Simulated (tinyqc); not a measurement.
From Curie-Weiss temperature back to exchange J2: Heisenberg magnet: exchange from energy differences, ordering vector, linear spin waves and ordering temperature. Computed by tinyqc, a small Python program. Command: `OMP_NUM_THREADS=1 python tinyqc.py 3016464 3016465 out.jsonl magnon inv`. One thread of a shared host (Intel(R) Xeon(R) Processor @ 2.30GHz), about 0.1 s of CPU time with the checks.

H = -sum over pairs <ij> J_ij S_i.S_j - K sum_i (S_i^z)^2, each pair once, J > 0 ferromagnetic. First neighbours: 4 at a (1, 0), second: 4 at a (1, 1), with all permutations and signs.

Inputs (values chosen for the exercise, for a model magnet): exchange J1 = 2.27 meV; spin S = 2.5.

Lattice: square. Order: ferromagnetic.

Constants: k_B = 8.617333262e-05 eV/K.

Method:
- J(q) = J1 g1(q) + J2 g2(q), g_s(q) = sum over shell s of cos(q.R).
- Mesh: q = sum_i (m_i + 1/2)/n b_i, m_i = 0..n-1, b = [[1, 0], [0, 1]] in 2 pi/a; <..> is the mean over the mesh.
- K left out. Mean field: k_B T = S (S + 1) J(Q)/3 at the ordering vector Q; random-phase (Tyablikov): k_B T = [S (S + 1)/3] / <1/(J(Q) - J(q))>, which diverges in two dimensions and gives 0; Curie-Weiss theta = S (S + 1) J(0)/(3 k_B).

Task: A run gave the result below. Find the exchange J2, known to lie between -0.41 and -0.23 meV.

Curie-Weiss temperature = 260.7806 K

Result:

Each step takes the trial c = (a f_b - b f_a)/(f_b - f_a), f being the result less the target; c replaces end b, the old b replaces a if the sign of f changed, and otherwise f_a is halved.

Scan of the range:
```
exchange J2 (meV)  Curie-Weiss temperature (K)
-0.41                                  251.818
-0.38                                  255.880
-0.35                                  259.941
-0.32                                  264.003
-0.29                                  268.064
-0.26                                  272.126
-0.23                                  276.188
```

False position (Illinois rule) inside the bracket:
```
step  end a  end b      trial  Curie-Weiss temperature (K)
1     -0.35  -0.32  -0.343800                     260.7806
```

Curie-Weiss temperature rises at every point of a 13-point scan of the range (every second point is shown), so one value fits; it is bracketed by -0.350 and -0.320. The scan shows a straight line, so linear interpolation between any two rows gives the answer at once. Answer: exchange J2 = -0.3438 meV.
